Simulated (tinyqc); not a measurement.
Admittance spectroscopy of a deep trap: two steps of the calculation.

Schottky contact on an n-type layer with shallow donors Nd (all ionised) and a donor-like deep trap, neutral when filled and positive when empty; depletion approximation. Traps within lam of the depletion edge stay filled. The traps at xt = W - lam, where the level crosses the Fermi level, follow a slow signal and not a fast one. w = 2 pi f.

Parameters, values chosen for the exercise; material values close to those of germanium: relative permittivity eps_r = 15.8; conduction-band density of states at 300 K Nc = 1.05e19 cm^-3; thermal velocity at 300 K vth = 3.4e7 cm/s; shallow donor density Nd = 1.7e16 cm^-3; built-in voltage Vbi = 0.47 V; depth of the trap below the conduction edge Et = 0.3 eV; capture cross-section sn = 3.6e-17 cm^2; trap density Nt = 1.2e15 cm^-3; reverse bias Vr = 0.9 V; signal frequency f = 4.7e5 Hz; temperature T = 351 K.

Constants: q = 1.602176634e-19 C, kB = 1.380649e-23 J/K, eps0 = 8.8541878128e-14 F/cm where lengths are in cm. Results are converted to the units shown.

Problem 1. Widths and limiting capacitances. lam = sqrt(2 eps0 eps_r (EF - ET)/(q Nd)), EF - ET = Et - (kB T/q) ln(Nc(T)/Nd), Nc(T) = Nc (T/300 K)^1.5. In the steady state at the band bending V, 2 eps0 eps_r V/q = Nd W^2 + Nt (W - lam)^2 (the second term only if W > lam). V = Vbi + Vr. C_HF = eps0 eps_r/W, C_LF = eps0 eps_r (Nd + Nt)/(Nd W + Nt xt).

Wanted: lam; W; xt; C_HF; C_LF.

Solution 1.

lam = 100.60 nm
W = 368.34 nm
xt = 267.74 nm
C_HF = 37.980 nF/cm^2
C_LF = 38.677 nF/cm^2

The step is 1.83 % of C_HF.

Problem 2. Admittance at the signal frequency. Emission rate en = sn vth(T) Nc(T) exp(-Et/kB T) = sn g T^2 exp(-Et/kB T), g = vth Nc/(300 K)^2, as vth goes as T^0.5 and Nc as T^1.5 (degeneracy factor 1). Inflection frequency w0 = 2 en [1 + Nt xt/(Nd W)]; C = C_HF + (C_LF - C_HF)/(1 + (w/w0)^2), G/w = (C_LF - C_HF)(w/w0)/(1 + (w/w0)^2).

W = 368.33845 nm
xt = 267.74144 nm
C_HF = 37.980333 nF/cm^2
C_LF = 38.676796 nF/cm^2

Find: en; w0/(2 pi); C; G/w.

Solution 2.

en = 8.6664e5 1/s
w0/(2 pi) = 2.9002e5 Hz
C = 38.172 nF/cm^2
G/w = 0.31125 nF/cm^2

The signal lies near the inflection, where the loss is largest.

Numbers from tinyqc (`OMP_NUM_THREADS=1 python tinyqc.py 2050024 2050025 out.jsonl`; about 0.01 s on one thread of a shared Intel Xeon 2.30GHz).
